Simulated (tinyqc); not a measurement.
Band edges of strained Si(1-x)Ge(x) on relaxed Si(1-y)Ge(y): sweeps and comparisons. A value that a table varies takes the place of the one given here.

Values are linear in the Ge fraction but for ED(x) = linear - CD x (1 - x) and a(x) = linear - Ca x (1 - x). Energies are on the common scale of Ev.

Coherent growth on a (001) face: e_par = (a(y) - a(x))/a(x), e_perp = -2 (C12/C11) e_par; exx = eyy = e_par, ezz = e_perp, no shear.

A valley with unit axis u lies at Ev + gap + (av + a_valley) tr(e) + Xu (u.e.u - tr(e)/3); the Delta axes are x, y, z and the L axes [111], [1-1-1], [-11-1], [-1-11]. The second-order shift of the Delta valleys under shear is left out; it lowers the pair normal to the sheared plane by tens of meV at a shear of 1 %.

Valence edges: Ev plus the levels of the 6 x 6 matrix of X, Y, Z times spin with -Dso/3 + l exx + m (eyy + ezz) on the diagonal (cyclic), n exy off it, l = av + 2 b, m = av - b, n = sqrt(3) d. Spin-orbit term (Dso/3) L.sigma on X, Y, Z with (L_k)_ij = -i epsilon_kij: <X+|H|Y+> = -i Dso/3, <X+|H|Z-> = Dso/3, <Y+|H|Z-> = -i Dso/3, <Z+|H|X-> = -Dso/3, <Z+|H|Y-> = i Dso/3, <X-|H|Y-> = i Dso/3, and their conjugates; + and - are the spin along z.

Coherent growth: e_par = (a(y) - a(x))/a(x). (001): e_perp = -2 (C12/C11) e_par; exx = eyy = e_par, ezz = e_perp, no shear. (111): e_perp = -(2 C11 + 4 C12 - 4 C44)/(C11 + 2 C12 + 4 C44) e_par; exx = eyy = ezz = (2 e_par + e_perp)/3 and exy = eyz = ezx = (e_perp - e_par)/3. (110): e_perp = -(C11 + 3 C12 - 2 C44)/(C11 + C12 + 2 C44) e_par; exx = eyy = (e_par + e_perp)/2, ezz = e_par, exy = (e_perp - e_par)/2, eyz = ezx = 0.

Inputs chosen for the exercise (end members near Si and Ge, in this order; shifted at random, so the results belong to these values and not to a real crystal): a = (5.431, 5.662) angstrom (lattice constant); Dso = (0.044, 0.292) eV (spin-orbit splitting); av = (2.43, 1.23) eV (valence hydrostatic potential); b = (-2.11, -2.57) eV (tetragonal shear potential); d = (-4.8, -5.26) eV (trigonal shear potential); C11 = (164.2, 128.9) GPa; C12 = (63.3, 48.8) GPa; C44 = (80, 66.9) GPa; Ev = (0, 0.63) eV (top of the unstrained valence band); ED = (1.139, 0.944) eV (gap to the Delta valleys); EL = (2.015, 0.741) eV (gap to the L valleys); aD = (1.74, 1.35) eV (hydrostatic potential of the Delta gap); aL = (-3.16, -2.72) eV (hydrostatic potential of the L gap); XuD = (9.25, 9.26) eV (uniaxial potential, Delta); XuL = (15.57, 14.87) eV (uniaxial potential, L); CD = 0.177 eV (bowing of the Delta gap); Ca = 0.026 angstrom (bowing of the lattice constant); face = 001 (growth face); y = 0.66 (Ge fraction of the relaxed buffer); x = 1 (Ge fraction of the layer).

## Composition of the layer

The buffer is kept. dEc = Ec(buffer) - Ec(layer), dEv = Ev(layer) - Ev(buffer); buffer edges Ev(y) and Ev(y) + min(ED, EL). The digit behind Delta or L counts whole valleys.

Results:

| x | e_par (%) | lowest valleys | gap (eV) | next valleys above (meV) | valence splitting (meV) | dEc (eV) | dEv (eV) |
|---|---|---|---|---|---|---|---|
| 0.11 | 2.27 | Delta2 | 0.746 | 372 | 240 | 0.353 | -0.129 |
| 0.24 | 1.75 | Delta2 | 0.792 | 286 | 181 | 0.284 | -0.106 |
| 0.36 | 1.26 | Delta2 | 0.840 | 206 | 126 | 0.213 | -0.083 |
| 0.49 | 0.72 | Delta2 | 0.896 | 118 | 68 | 0.127 | -0.052 |
| 0.62 | 0.17 | Delta2 | 0.953 | 28 | 15 | 0.031 | -0.014 |
| 0.75 | -0.39 | Delta4 | 0.915 | 63 | 31 | -0.010 | 0.066 |
| 0.87 | -0.91 | Delta4 | 0.844 | 54 | 67 | -0.030 | 0.157 |
| 1.00 | -1.49 | L4 | 0.724 | 47 | 100 | -0.012 | 0.259 |

The gap is 0.746 eV in the first row and 0.724 eV in the last, with its largest listed value, 0.953 eV, at x = 0.62. The lowest valleys change: Delta2 to Delta4 between x = 0.62 and 0.75, Delta4 to L4 between x = 0.87 and 1.00. Per 0.1 of x the valence offset moves by +44 meV on average; the conduction offset lies between -30 and +353 meV, not monotonically. Electrons and holes sit on opposite sides in every row (type II). Offsets below about 30 meV are within the spread of parameter sets, so those rows do not settle the type. Strains above 2 % can be kept only in layers of a few nanometres.

## Composition of the buffer

The layer is kept. dEc = Ec(buffer) - Ec(layer), dEv = Ev(layer) - Ev(buffer); buffer edges Ev(y) and Ev(y) + min(ED, EL). The digit behind Delta or L counts whole valleys.

Results:

| y | e_par (%) | lowest valleys | gap (eV) | next valleys above (meV) | valence splitting (meV) | dEc (eV) | dEv (eV) |
|---|---|---|---|---|---|---|---|
| 0.45 | -2.36 | Delta4 | 0.670 | 44 | 129 | -0.080 | 0.417 |
| 0.53 | -2.03 | Delta4 | 0.708 | 10 | 120 | -0.073 | 0.357 |
| 0.61 | -1.70 | L4 | 0.722 | 25 | 108 | -0.040 | 0.296 |
| 0.69 | -1.36 | L4 | 0.726 | 60 | 94 | 0.005 | 0.236 |
| 0.76 | -1.06 | L4 | 0.729 | 92 | 78 | 0.047 | 0.183 |
| 0.84 | -0.71 | L4 | 0.733 | 128 | 57 | 0.090 | 0.122 |
| 0.92 | -0.36 | L4 | 0.737 | 165 | 31 | 0.045 | 0.061 |

The gap is 0.670 eV in the first row and 0.737 eV in the last. The lowest valleys change: Delta4 to L4 between y = 0.53 and 0.61. Per 0.1 of y the valence offset moves by -76 meV on average; the conduction offset lies between -80 and +90 meV, not monotonically. Both carriers sit on one side for y = 0.69, 0.76, 0.84 and 0.92, and on opposite sides elsewhere. Offsets below about 30 meV are within the spread of parameter sets, so those rows do not settle the type. Strains above 2 % can be kept only in layers of a few nanometres.

## The same layer on three faces

dEc = Ec(buffer) - Ec(layer), dEv = Ev(layer) - Ev(buffer); buffer edges Ev(y) and Ev(y) + min(ED, EL). The digit behind Delta or L counts whole valleys.

Results:

| face | e_par (%) | lowest valleys | gap (eV) | next valleys above (meV) | valence splitting (meV) | dEc (eV) | dEv (eV) | Delta spread (meV) | L spread (meV) |
|---|---|---|---|---|---|---|---|---|---|
| (001) | -1.49 | L4 | 0.724 | 47 | 100 | -0.012 | 0.259 | 242 | 0 |
| (111) | -1.49 | L3 | 0.677 | 172 | 95 | 0.047 | 0.247 | 0 | 271 |
| (110) | -1.49 | L2 | 0.633 | 150 | 97 | 0.088 | 0.250 | 100 | 215 |

On (001) only the Delta valleys split (242 meV), on (111) only the L valleys (271 meV), on (110) both (100 and 215 meV). The lowest valleys are L4 on (001), L3 on (111) and L2 on (110); the smallest gap is 0.633 eV on (110) and the largest 0.724 eV on (001).

## What each parameter does

dEc = Ec(buffer) - Ec(layer), dEv = Ev(layer) - Ev(buffer); buffer edges Ev(y) and Ev(y) + min(ED, EL). Each row changes one parameter from the base and keeps the others.

Results:

| case | gap (eV) | valence splitting (meV) | dEc (eV) | dEv (eV) |
|---|---|---|---|---|
| base | 0.7241 | 99.7 | -0.0122 | 0.2587 |
| x = 0.97 | 0.7643 | 92.5 | -0.0287 | 0.2349 |
| y = 0.69 | 0.7255 | 93.9 | 0.0051 | 0.2360 |
| CD = 0.227 eV | 0.7241 | 99.7 | -0.0234 | 0.2587 |
| XuL = (17.906, 17.1) eV | 0.7241 | 99.7 | -0.0122 | 0.2587 |
| aL = (-3.634, -3.128) eV | 0.7316 | 99.7 | -0.0198 | 0.2587 |
| av = (2.794, 1.414) eV | 0.7241 | 99.7 | -0.0088 | 0.2553 |
| C12 = (72.795, 56.12) GPa | 0.7151 | 103.8 | -0.0097 | 0.2651 |
| Ev = (0, 0.724) eV | 0.7241 | 99.7 | -0.0442 | 0.2907 |

The largest shifts from the base row, up to three for each result and ties (the steps differ in size, so this ranks the rows, not the parameters). gap (eV): x +0.0403, C12 -0.0090, aL +0.0076; unchanged at the printed digits by CD, XuL, av and Ev. valence splitting (meV): x -7.2, y -5.8, C12 +4.1; unchanged at the printed digits by CD, XuL, aL, av and Ev. dEc (eV): Ev -0.0320, y +0.0173, x -0.0164; unchanged at the printed digits by XuL. dEv (eV): Ev +0.0320, x -0.0238, y -0.0227; unchanged at the printed digits by CD, XuL and aL. The lowest valleys of the layer are L4, so among the conduction-band potentials only those of that family reach the gap and dEc; the buffer is unstrained. A shift large enough to swap the lowest family would change that.

tinyqc: `OMP_NUM_THREADS=1 python tinyqc.py 1080575 1080576 out.jsonl`; about 0.02 s, one thread, shared Intel(R) Xeon(R) Processor @ 2.30GHz.
